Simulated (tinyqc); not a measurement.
## Gated two-dimensional channel with two bands, quantum capacitance: effect of the gate voltage

phi is the Fermi level above the lowest band edge, in volts; Vg is counted from the gate voltage at which an empty channel would have phi = 0. The channel has no thickness; trap charge is -q Dit phi.

D1 = gv md m0 q/(pi hbar^2), D2 = g2 m2 m0 q/(pi hbar^2) per eV; n1 = D1 Vt ln(1 + exp(phi/Vt)), n2 = D2 Vt ln(1 + exp((phi - E2)/Vt)), n = n1 + n2; Cq = q dn/dphi = q [D1/(1 + exp(-phi/Vt)) + D2/(1 + exp((E2 - phi)/Vt))]. Cox = eps0 eox/tox; Vg = phi + q (n + Dit phi)/Cox. 1/C_G = 1/Cox + 1/(Cq + q Dit); dphi/dVg = Cox/(Cox + Cq + q Dit).

Values chosen for this exercise; lowest band close to that of a thin silicon body: temperature T = 150 K; relative permittivity of the gate insulator (close to aluminium oxide) eox = 8.73; insulator thickness tox = 9.6 nm; in-plane mass md = 0.199 m0; valley degeneracy gv = 2; in-plane mass of a second band, chosen freely m2 = 0.32 m0; valley degeneracy of that band, chosen freely g2 = 4; second band edge above the first E2 = 0.21 eV; density of traps Dit = 0 cm^-2 eV^-1.

Constants: q = 1.602176634e-19 C, kB = 1.380649e-23 J/K, hbar = 1.054571817e-34 J s, m0 = 9.1093837015e-31 kg, Vt = kB T/q, eps0 = 8.8541878128e-14 F/cm where lengths are in cm. Results are converted to the units shown.

The same in every row: Cox (uF/cm^2) = 0.8052.

Effect of the gate voltage:
```
Vg (V)    phi (V)  n (cm^-2)  Cq (uF/cm^2)  C_G (uF/cm^2)  dphi/dVg  share of the second band (%)
-0.2      -0.2000    4.098e5      5.079e-6       5.079e-6     1.000                      2.829e-5
0        -0.03272   1.645e11         1.962         0.5709    0.2909                      2.940e-5
0.2     -0.006188   1.036e12         10.19         0.7462   0.07323                      3.635e-5
0.4      0.005381   1.983e12         16.05         0.7667   0.04777                      4.649e-5
0.6       0.01393   2.945e12         19.87         0.7738   0.03894                      6.063e-5
0.8       0.02126   3.914e12         22.33         0.7772   0.03481                      8.045e-5
1         0.02798   4.885e12         23.89         0.7789   0.03260                      1.084e-4
1.2       0.03436   5.858e12         24.89         0.7799   0.03133                      1.481e-4
1.4       0.04054   6.832e12         25.53         0.7806   0.03058                      2.049e-4
1.6       0.04661   7.807e12         25.93         0.7809   0.03011                      2.867e-4
```

As Vg goes from -0.2 to 1.6, Cq rises from 5.08e-6 to 25.9 uF/cm^2, C_G/Cox rises from 6.31e-6 to 0.970 and n rises from 4.10e5 to 7.81e12 cm^-2. Cq is below Cox for Vg = -0.2; there the density of states limits the response dn/dVg more than the insulator does.

tinyqc, about 0.01 s, one thread, Intel Xeon 2.30GHz (shared host): `OMP_NUM_THREADS=1 python tinyqc.py 2200015 2200016 out.jsonl`
